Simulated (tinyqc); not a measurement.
Relaxation at fixed composition: composition and strain of an epitaxial Si(1-x)Ge(x) layer from Raman and X-ray peaks. Computed by tinyqc, a small Python program. Command: `OMP_NUM_THREADS=1 python tinyqc.py 3023172 3023173 out.jsonl epiraman walk`. One thread of a shared host (Intel(R) Xeon(R) Processor @ 2.30GHz), about 0.01 s of CPU time with the checks.

A (001) layer, biaxially strained in the plane. The Raman peaks follow empirical lines omega = w0 + c1 x + c3 x^3 + b eps (c3 for Si-Ge alone), with eps the in-plane strain.

Inputs (values chosen for the exercise, modelled on silicon-germanium): Ge fraction x = 0.16; lattice constant of Si = 5.431 angstrom; lattice constant of Ge = 5.658 angstrom; bowing B = 0.025 angstrom; 2 C12/C11 of Si = 0.772; 2 C12/C11 of Ge = 0.752; Si-Si: w0 = 520.5 1/cm; Si-Si: c1 = -67.8 1/cm; Si-Si: strain coefficient b = -725 1/cm; Ge-Ge: w0 = 280.5 1/cm; Ge-Ge: c1 = 20.3 1/cm; Ge-Ge: strain coefficient b = -432 1/cm; X-ray wavelength = 1.540598 angstrom.

Substrate: silicon.

Method:
- Relaxed lattice constant a(x) = a_Si + (a_Ge - a_Si) x - B x (1 - x).
- In-plane constant a_par = a_sub + R (a(x) - a_sub); eps = a_par/a(x) - 1; eps_perp = -(2 C12/C11) eps with 2 C12/C11 linear in x; a_perp = a(x) (1 + eps_perp).
- (004) Bragg angle theta = arcsin(2 lambda/a), with a = a_perp for the layer and a_sub for the substrate; separation = layer less substrate. The apparent x is the one that a fully strained layer (R = 0) would need to give the same a_perp.

Signatures; columns: (1) R; (2) eps (per mille); (3) Si-Si (1/cm); (4) Ge-Ge (1/cm); (5) a_perp (angstrom); (6) (004) separation (arcsec); (7) apparent x if R = 0 is assumed:
```
(1)       (2)     (3)     (4)     (5)      (6)      (7)
0.00  -6.0323  514.03  286.35  5.4893  -1505.5  0.16000
0.15  -5.1274  513.37  285.96  5.4855  -1408.5  0.14974
0.30  -4.2226  512.71  285.57  5.4817  -1311.4  0.13945
0.50  -3.0161  511.84  285.05  5.4766  -1181.7  0.12570
0.70  -1.8097  510.96  284.53  5.4716  -1051.6  0.11191
0.85  -0.9048  510.31  284.14  5.4678   -953.9  0.10154
1.00   0.0000  509.65  283.75  5.4640   -856.0  0.09115
```

What does the comparison show, and why?

Full relaxation moves the Si-Si peak by -4.37 per cm and shrinks the X-ray separation to 57 % of its strained value, about 1/(1 + 2 C12/C11). A symmetric reflection alone cannot part x from R: a relaxed layer read as strained gives x = 0.091 in place of 0.16. An asymmetric reflection or a second peak is needed.

Extremes, crossings and ranges named in words are read from the listed rows.
